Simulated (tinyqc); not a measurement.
Inside a calculation. Method: CCSD on RHF in the sto-3g basis, for H4, spin multiplicity 1. Computed by tinyqc, a small Python program that keeps every step (integrals from PySCF). Settings: charge = 0, multiplicity = 1, basis = sto-3g, method = RHF, energy threshold = 1e-10, iteration cap = 54, orthogonalisation = canonical, start = Wolfsberg-Helmholz matrix, DIIS depth = 6, amplitude equations = CCSD, DIIS depth for amplitudes = 4, cap on updates = 88. Command: `OMP_NUM_THREADS=1 python tinyqc.py 23635 23636 out.jsonl` (the two numbers bound the seeds that draw the settings). One thread of a shared host (Intel(R) Xeon(R) Processor @ 2.60GHz), about 0.2 s of CPU time with the checks. The early iterations of the SCF are left out here.

## One-electron integrals

Geometry (angstrom):
```
atom         x         y         z
H     0.000000  0.000000  0.000000
H     0.000000  0.000000  1.016000
H     0.000000  0.000000  2.409000
H     0.000000  0.000000  3.425000
```

Basis sto-3g: exponents (1/bohr^2) and contraction coefficients of normalised primitives:
```
element  l (shell)  exponent  coefficient
H            s (1)  3.425251     0.154329
H            s (1)  0.623914     0.535328
H            s (1)  0.168855     0.444635
```

Overlap, kinetic and nuclear-attraction integrals over the contracted functions; the nuclear repulsion is the sum of Za Zb / Rab.

nuclear repulsion = 2.01540836 hartree

overlap S, lower triangle:
```
          1H 1s     2H 1s     3H 1s     4H 1s
1H 1s  1.000000
2H 1s  0.487107  1.000000
3H 1s  0.058620  0.298587  1.000000
4H 1s  0.007148  0.058620  0.487107  1.000000
```

kinetic energy T (hartree), lower triangle:
```
           1H 1s      2H 1s     3H 1s     4H 1s
1H 1s   0.760032
2H 1s   0.105482   0.760032
3H 1s  -0.011129   0.020586  0.760032
4H 1s  -0.003516  -0.011129  0.105482  0.760032
```

nuclear attraction V (hartree), lower triangle:
```
           1H 1s      2H 1s      3H 1s      4H 1s
1H 1s  -2.106589
2H 1s  -0.999676  -2.329550
3H 1s  -0.109721  -0.593472  -2.329550
4H 1s  -0.012806  -0.109721  -0.999676  -2.106589
```

core Hamiltonian H = T + V (hartree), lower triangle:
```
           1H 1s      2H 1s      3H 1s      4H 1s
1H 1s  -1.346558
2H 1s  -0.894194  -1.569519
3H 1s  -0.120851  -0.572887  -1.569519
4H 1s  -0.016322  -0.120851  -0.894194  -1.346558
```

## Two-electron integrals

Functions are numbered as in S; the eight-fold symmetry (ij|kl) = (ji|kl) = (kl|ij) leaves the list below.

Two-electron integrals (ij|kl) in chemists' order, unique and non-zero (hartree):
```
(11|11) 0.774606   (21|11) 0.301977   (21|21) 0.151346   (22|11) 0.472860
(22|21) 0.301977   (22|22) 0.774606   (31|11) 0.024681   (31|21) 0.014051
(31|22) 0.032960   (31|31) 0.001674   (32|11) 0.093420   (32|21) 0.060469
(32|22) 0.165125   (32|31) 0.008750   (32|32) 0.051848   (33|11) 0.219515
(33|21) 0.136451   (33|22) 0.369167   (33|31) 0.024681   (33|32) 0.165125
(33|33) 0.774606   (41|11) 0.002271   (41|21) 0.001381   (41|22) 0.003493
(41|31) 0.000189   (41|32) 0.001073   (41|33) 0.003493   (41|41) 0.000023
(42|11) 0.014542   (42|21) 0.009173   (42|22) 0.024681   (42|31) 0.001424
(42|32) 0.008750   (42|33) 0.032960   (42|41) 0.000189   (42|42) 0.001674
(43|11) 0.088886   (43|21) 0.052968   (43|22) 0.136451   (43|31) 0.009173
(43|32) 0.060469   (43|33) 0.301977   (43|41) 0.001381   (43|42) 0.014051
(43|43) 0.151346   (44|11) 0.154503   (44|21) 0.088886   (44|22) 0.219515
(44|31) 0.014542   (44|32) 0.093420   (44|33) 0.472860   (44|41) 0.002271
(44|42) 0.024681   (44|43) 0.301977   (44|44) 0.774606
```

## Orthogonalisation

S = U s U^T; canonical form X = U s^(-1/2), so that X^T S X = 1. Each column of U has its largest component positive (the first on a tie).

eigenvalues of S: 0.394545  0.588020  1.299720  1.717715

X:
```
               1          2          3         4
1H 1s  -0.655460   0.731326   0.504262  0.328626
2H 1s   0.915235  -0.561670   0.361135  0.427889
3H 1s  -0.915235  -0.561670  -0.361135  0.427889
4H 1s   0.655460   0.731326  -0.504262  0.328626
```

## Iteration 8 (converged): orbitals

converged F (hartree), lower triangle:
```
           1H 1s      2H 1s      3H 1s      4H 1s
1H 1s  -0.243628
2H 1s  -0.471934  -0.278682
3H 1s  -0.081357  -0.232992  -0.278682
4H 1s   0.001816  -0.081357  -0.471934  -0.243628
```

Diagonalise F' = X^T F X, C = X C', fill 2 alpha and 2 beta electrons from the bottom; D = 2 C_occ C_occ^T. Each column has its largest component positive (the first on a tie).

F' = X^T F X (hartree), lower triangle:
```
           1          2          3          4
1   0.649784
2   0.000000   0.327588
3  -0.043563   0.000000  -0.421247
4   0.000000  -0.012313   0.000000  -0.550799
```

orbital energies (hartree): MO1 -0.550971, MO2 -0.423016, MO3 0.327761, MO4 0.651553

coefficients C:
```
            MO1        MO2        MO3        MO4
1H 1s  0.338842   0.477252   0.726649  -0.675380
2H 1s  0.419976   0.397972  -0.567611   0.899829
3H 1s  0.419976  -0.397972  -0.567611  -0.899829
4H 1s  0.338842  -0.477252   0.726649   0.675380
```

D after iteration 8, lower triangle:
```
           1H 1s      2H 1s     3H 1s     4H 1s
1H 1s   0.685167
2H 1s   0.664477   0.669524
3H 1s  -0.095255   0.035997  0.669524
4H 1s  -0.225911  -0.095255  0.664477  0.685167
```

## Convergence

Stop when the energy changes by less than 1e-10 hartree and every element of the error matrix X^T (F D S - S D F) X is below 3e-06.

Course of the cycle:
```
iteration  E (hartree)     change  largest element of the error matrix
1          -2.09087547          -                             1.84e-01
2          -2.11371201  -2.28e-02                             2.72e-02
3          -2.11423829  -5.26e-04                             5.53e-03
4          -2.11428069  -4.24e-05                             3.34e-05
5          -2.11428069  -1.04e-09                             1.15e-05
6          -2.11428069  -8.83e-11                             6.93e-06
7          -2.11428069  -2.47e-11                             4.96e-06
8          -2.11428069  -2.59e-11                             3.39e-09
```

PySCF RHF in the same basis = -2.11428069 hartree

Converged in 8 iterations.

## Integrals over molecular orbitals

(pq|rs) = sum C_ip C_jq C_kr C_ls (ij|kl), one index at a time.

one-electron integrals over orbitals h = C^T H C (hartree), lower triangle:
```
           1          2          3          4
1  -1.646498
2   0.000000  -1.509205
3   0.121208   0.000000  -1.145105
4   0.000000  -0.104756   0.000000  -0.947547
```

Two-electron integrals over orbitals (pq|rs), unique and non-zero (hartree):
```
(11|11) 0.440571    (21|21) 0.189137    (22|11) 0.422046    (22|22) 0.431234
(31|11) -0.051457   (31|22) 0.001499    (31|31) 0.108382    (32|21) 0.072748
(32|32) 0.110153    (33|11) 0.422468    (33|22) 0.423232    (33|31) -0.007748
(33|33) 0.439928    (41|21) 0.024811    (41|32) -0.075816   (41|41) 0.092402
(42|11) 0.059134    (42|22) 0.011299    (42|31) -0.105270   (42|33) 0.008665
(42|42) 0.110343    (43|21) -0.183652   (43|32) -0.074770   (43|41) -0.022608
(43|43) 0.195812    (44|11) 0.459326    (44|22) 0.441597    (44|31) -0.055724
(44|33) 0.453120    (44|42) 0.064769    (44|44) 0.501438
```

## CCSD: starting amplitudes

t_ij^ab = <ij||ab> / (e_i + e_j - e_a - e_b), whose energy is MP2.

Starting amplitudes (spin orbitals 1a, 1b, ...; amplitudes related by a flip of all spins are not repeated):
```
from      to          t
2a 2b  3a 3b  -0.073359
1a 1b  3a 3b  -0.061669
1a 2b  3a 4b   0.053893
2a 2b  4a 4b  -0.051343
1a 2b  3b 4a  -0.038814
1a 1b  4a 4b  -0.038420
1a 2a  3a 4a   0.015079
```

correlation energy = -0.04210049 hartree

## CCSD: amplitude update 1

t_i^a D_i^a and t_ij^ab D_ij^ab are set to the remaining terms of the spin-orbital equations, evaluated with the old amplitudes; for the doubles these are <ij||ab> + 1/2 <ab||ef> t_ij^ef + 1/2 <mn||ij> t_mn^ab + P(ij)P(ab) <mb||ej> t_im^ae + terms in t^2 + terms with t1, D the orbital-energy denominators.

Amplitudes after update 1 (spin orbitals 1a, 1b, ...; amplitudes related by a flip of all spins are not repeated):
```
from      to          t
2a 2b  3a 3b  -0.107158
1a 1b  3a 3b  -0.080591
1a 2b  3a 4b   0.077020
2a 2b  4a 4b  -0.064541
1a 2b  3b 4a  -0.059421
1a 1b  4a 4b  -0.053187
1a 2a  3a 4a   0.017599
1a        3a   0.002657
2a        4a   0.002342
```

correlation energy = -0.05883779 hartree

## CCSD: amplitude update 2

As before.

Amplitudes after update 2 (spin orbitals 1a, 1b, ...; amplitudes related by a flip of all spins are not repeated):
```
from      to          t
2a 2b  3a 3b  -0.123457
1a 1b  3a 3b  -0.087308
1a 2b  3a 4b   0.085767
2a 2b  4a 4b  -0.068757
1a 2b  3b 4a  -0.067562
1a 1b  4a 4b  -0.060253
1a 2a  3a 4a   0.018205
1a        3a   0.004461
2a        4a   0.003697
```

correlation energy = -0.06559114 hartree

## CCSD: amplitude update 3

t_i^a D_i^a and t_ij^ab D_ij^ab are set to the remaining terms of the spin-orbital equations, evaluated with the old amplitudes; for the doubles these are <ij||ab> + 1/2 <ab||ef> t_ij^ef + 1/2 <mn||ij> t_mn^ab + P(ij)P(ab) <mb||ej> t_im^ae + terms in t^2 + terms with t1, D the orbital-energy denominators. DIIS then mixes the stored amplitudes.

DIIS coefficients: -0.704617  1.704617

Amplitudes after update 3 (spin orbitals 1a, 1b, ...; amplitudes related by a flip of all spins are not repeated):
```
from      to          t
2a 2b  3a 3b  -0.135931
1a 2b  3a 4b   0.092025
1a 1b  3a 3b  -0.090689
1a 2b  3b 4a  -0.073205
2a 2b  4a 4b  -0.070561
1a 1b  4a 4b  -0.065621
1a 2a  3a 4a   0.018819
1a        3a   0.005332
2a        4a   0.004209
```

correlation energy = -0.07023638 hartree

## CCSD: convergence

E_corr = 1/4 sum <ij||ab> t_ij^ab + 1/2 sum <ij||ab> t_i^a t_j^b; stop when the norm of the change is below 1e-8.

Course of the amplitude iterations:
```
update  correlation energy (hartree)  norm of the change
0                        -0.04210049                   -
1                        -0.05883779            1.24e-01
2                        -0.06559114            5.17e-02
3                        -0.07023638            2.17e-02
4                        -0.07020984            2.50e-03
5                        -0.07022054            8.67e-04
6                        -0.07022679            1.24e-04
7                        -0.07022753            1.70e-05
8                        -0.07022719            2.88e-06
9                        -0.07022696            1.11e-06
10                       -0.07022696            1.52e-07
11                       -0.07022696            8.14e-08
12                       -0.07022696            3.50e-08
13                       -0.07022696            6.94e-09
```

Converged amplitudes (spin orbitals 1a, 1b, ...; amplitudes related by a flip of all spins are not repeated):
```
from      to          t
2a 2b  3a 3b  -0.137903
1a 2b  3a 4b   0.092249
1a 1b  3a 3b  -0.089046
1a 2b  3b 4a  -0.072642
2a 2b  4a 4b  -0.069340
1a 1b  4a 4b  -0.066465
1a 2a  3a 4a   0.019608
1a        3a   0.004569
2a        4a   0.003592
```

CCSD total energy = -2.18450765 hartree

T1 diagnostic, norm of the one-spin t1 over sqrt(correlated electrons) = 0.002906

Converged in 13 updates, with DIIS from the third.
